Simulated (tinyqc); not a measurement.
Inside a calculation. Method: CIS on RHF in the sto-6g basis, for H4, spin multiplicity 1. One step of it, computed by the program tinyqc.

Question. Integrals over molecular orbitals. (pq|rs) = sum C_ip C_jq C_kr C_ls (ij|kl), one index at a time.

coefficients C:
```
            MO1        MO2        MO3        MO4
1H 1s  0.245277   0.550410   0.805101   0.716139
2H 1s  0.419985   0.382728  -0.529908  -1.372727
3H 1s  0.420480  -0.382075  -0.529018   1.373886
4H 1s  0.245843  -0.550007   0.804888  -0.717671
```

core Hamiltonian H = T + V (hartree), lower triangle:
```
           1H 1s      2H 1s      3H 1s      4H 1s
1H 1s  -1.534819
2H 1s  -1.139784  -1.945165
3H 1s  -0.426689  -1.380239  -1.945498
4H 1s  -0.096972  -0.427384  -1.141275  -1.535505
```

Two-electron integrals (ij|kl) in chemists' order, unique and non-zero (hartree):
```
(11|11) 0.774999   (21|11) 0.352338   (21|21) 0.198290   (22|11) 0.507947
(22|21) 0.352338   (22|22) 0.774999   (31|11) 0.093261   (31|21) 0.057337
(31|22) 0.114231   (31|31) 0.018579   (32|11) 0.239485   (32|21) 0.172254
(32|22) 0.405872   (32|31) 0.063846   (32|32) 0.253867   (33|11) 0.304783
(33|21) 0.221576   (33|22) 0.544343   (33|31) 0.093261   (33|32) 0.405872
(33|33) 0.774999   (41|11) 0.016564   (41|21) 0.010484   (41|22) 0.021698
(41|31) 0.003647   (41|32) 0.013315   (41|33) 0.021695   (41|41) 0.000784
(42|11) 0.056890   (42|21) 0.040066   (42|22) 0.093429   (42|31) 0.015686
(42|32) 0.063958   (42|33) 0.114425   (42|41) 0.003653   (42|42) 0.018640
(43|11) 0.134866   (43|21) 0.094030   (43|22) 0.221892   (43|31) 0.040051
(43|32) 0.172501   (43|33) 0.352841   (43|41) 0.010495   (43|42) 0.057500
(43|43) 0.198785   (44|11) 0.201139   (44|21) 0.134748   (44|22) 0.304950
(44|31) 0.056821   (44|32) 0.239634   (44|33) 0.508293   (44|41) 0.016564
(44|42) 0.093429   (44|43) 0.352841   (44|44) 0.774999
```

Give: one-electron integrals over orbitals h = C^T H C; Two-electron integrals over orbitals.

Answer.

one-electron integrals over orbitals h = C^T H C (hartree), lower triangle:
```
        1       2       3       4
1  -2.018
2   0.000  -1.637
3   0.182   0.000  -1.307
4   0.000   0.146   0.000  -0.800
```

Two-electron integrals over orbitals (pq|rs), unique and non-zero (hartree):
```
(11|11) 0.541       (21|11) -1.87e-04   (21|21) 0.146       (22|11) 0.459
(22|21) 1.49e-04    (22|22) 0.480       (31|11) -0.095      (31|21) -1.57e-04
(31|22) 0.010       (31|31) 0.106       (32|11) -2.91e-04   (32|21) 0.106
(32|22) 1.34e-04    (32|31) 5.51e-05    (32|32) 0.149       (33|11) 0.475
(33|21) 9.67e-05    (33|22) 0.475       (33|31) -0.012      (33|32) 5.87e-05
(33|33) 0.497       (41|11) 1.88e-04    (41|21) -0.049      (41|22) -4.03e-05
(41|31) -8.04e-05   (41|32) 0.040       (41|33) -2.44e-05   (41|41) 0.098
(42|11) -0.095      (42|21) -1.19e-04   (42|22) -0.005      (42|31) 0.093
(42|32) 8.85e-05    (42|33) -0.006      (42|41) -6.77e-05   (42|42) 0.100
(43|11) -1.64e-04   (43|21) 0.138       (43|22) 1.67e-04    (43|31) -1.42e-04
(43|32) 0.106       (43|33) 1.16e-04    (43|41) -0.048      (43|42) -1.25e-04
(43|43) 0.150       (44|11) 0.574       (44|21) -1.47e-04   (44|22) 0.493
(44|31) -0.101      (44|32) -2.81e-04   (44|33) 0.515       (44|41) 1.88e-04
(44|42) -0.108      (44|43) -1.37e-04   (44|44) 0.649
```
